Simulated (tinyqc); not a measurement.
Inside a calculation: quaternary alloy A(x)B(1-x)C(y)D(1-y) matched to a substrate. Values are carried at full precision from step to step, so a last printed digit may differ when a step is redone from the rounded ones.

Matching a(x,y) = a_s gives x = (a_s - y a_BC - (1 - y) a_BD)/(y (a_AC - a_BC) + (1 - y)(a_AD - a_BD)).
Constants: hc = 1239.841984 eV nm.

Values chosen for the exercise (AC, AD, BC, BD near GaAs, GaSb, InAs and InSb; substrate near GaSb; not measured data): a = (5.655, 6.099, 6.063, 6.472) angstrom (lattice constants of AC, AD, BC, BD); a_s = 6.099 angstrom (substrate); y = 0.86 (fraction of C); Eg = (1.528, 0.805, 0.421, 0.235) eV (gaps at Gamma of AC, AD, BC, BD); Cb = (0.501, 0.416, 1.366, 0.615) eV (bowing of ABC, ABD, ACD, BCD); dx = 0.012 (error of x in growth).

## The matched composition

Give numerator, denominator and x.

numerator = -0.02126 angstrom
denominator = -0.40310 angstrom
x = 0.0527

## The gap by rule 1

Q(x,y) = x y Q_AC + x (1 - y) Q_AD + (1 - x) y Q_BC + (1 - x)(1 - y) Q_BD for the lattice constant. Gap, rule 1: Q(x,y) - x (1 - x)[y C_ABC + (1 - y) C_ABD] - y (1 - y)[x C_ACD + (1 - x) C_BCD]. Rule 2 (mean of ternaries): {x (1 - x)[y T_ABC(x) + (1 - y) T_ABD(x)] + y (1 - y)[x T_ACD(y) + (1 - x) T_BCD(y)]}/{x (1 - x) + y (1 - y)}, T_ABC(x) = x E_AC + (1 - x) E_BC - C_ABC x (1 - x), T_ACD(y) = y E_AC + (1 - y) E_AD - C_ACD y (1 - y), and alike. Only the Gamma valley is followed.

Give the four weights, the bilinear part, the two bowing terms, the gap and hc/gap.

weights of AC, AD, BC, BD: 0.0454  0.0074  0.8146  0.1326

bilinear part = 0.4494 eV

bowing terms (eV): 0.0244  0.0788

gap = 0.3461 eV
wavelength = 3582 nm

## The gap by rule 2

Give the four ternary gaps and their weighted mean.

T_ABC, T_ABD, T_ACD, T_BCD (eV): 0.4544  0.2443  1.2623  0.3209

gap = 0.3865 eV

Rule 2 lies 40 meV above rule 1: it averages the two bowing terms where rule 1 adds them. Both agree on the ternary edges.

## An error in composition

Replace x by x + dx; mismatch (a_s - a)/a and change of the relaxed gap by rule 1.

a = 6.0942 angstrom
mismatch = 0.079 %
change of the gap = 6.1 meV

The layer would be under tension; the strain shift of the gap is not included.

## Checks

- Lattice constant at the matched composition against a_s (angstrom): both 6.0990.
- Rule 2 as a mean of ternaries against its form with averaged bowing (eV): both 0.3865.

Computed by tinyqc, a small Python program: `OMP_NUM_THREADS=1 python tinyqc.py 1081240 1081241 out.jsonl` (the numbers bound the seed that draws the inputs); one thread of a shared host (Intel(R) Xeon(R) Processor @ 2.30GHz), about 0.01 s for the whole set of steps.
